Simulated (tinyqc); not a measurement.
Inside a calculation. Model: one electron in a tunnel-coupled double dot: charge qubit, sensing and quantum capacitance.

Computed by the program tinyqc: `OMP_NUM_THREADS=1 python tinyqc.py 2470035 2470036 out.jsonl`, one thread of a shared Intel Xeon 2.30GHz, about 0.01 s for the whole run. Printed values are rounded.

Basis (left, right), H = [[ep/2, tc], [tc, -ep/2]], splitting Om = sqrt(ep^2 + 4 tc^2), ep = al times the gate voltage. In equilibrium the electron is on the right with the chance P_R = [1 + (ep/Om) tanh(Om/2 kB T)]/2.

Values chosen for this exercise:
- tc = 12 ueV (tunnel coupling)
- T = 0.2 K (electron temperature)
- al = 0.38 eV/V (lever arm of the gate on the detuning)
- Cp = 0.41 pF (parasitic capacitance of the resonator)
- f0 = 449 MHz (resonator frequency)
- Q = 20 (loaded quality factor)
- se = 3.2 ueV (deviation of quasi-static detuning noise)
- ep = -43 ueV (detuning)

Constants: q = 1.602176634e-19 C, kB = 1.380649e-23 J/K, hbar = 1.054571817e-34 J s, h = 6.62607015e-34 J s, Vt = kB T/q. Results are converted to the units shown.

## Splitting and occupation

Also the frequency Om/h, the mixing angle arctan2(2 tc, ep) and the weight of the right dot in the ground state, (1 + ep/Om)/2.

Om = 49.2443 ueV
Om/h = 11.9072 GHz
mixing angle = 150.832 degree
ground-state weight = 0.0634011
kB T = 17.2347 ueV
P_R = 0.110821

## Capacitance seen by a resonator

q^2 al^2 dP_R/d(ep) splits into Cq = q^2 al^2 (2 tc^2/Om^3) tanh(Om/2 kB T) and Ct = q^2 al^2 (ep/Om)^2/(4 kB T cosh^2(Om/2 kB T)); Ct appears only if relaxation is faster than the drive. A resonator of frequency f0, capacitance Cp and quality factor Q shifts by df = -f0 Cq/(2 Cp) and its phase by -2 Q Cq/Cp.

Cq = 49.7358 aF
Ct = 52.5653 aF
df = -27.2334 kHz
phase shift = -278.015 millidegree

## Dephasing by charge noise

Noise in ep shifts Om by (ep/Om) d + (2 tc^2/Om^3) d^2. For Gaussian d of deviation se the spread of Om is sqrt[(ep se/Om)^2 + 2 (2 tc^2 se^2/Om^3)^2], and T2* is estimated as sqrt(2) hbar/spread; Om T2*/h counts the oscillations within T2*.

first-order spread = 2.79423 ueV
second-order spread = 0.0349253 ueV
T2* = 0.333107 ns
oscillations within T2* = 3.96638

At ep = 0 the first-order term vanishes and T2* would be 3.09 ns.
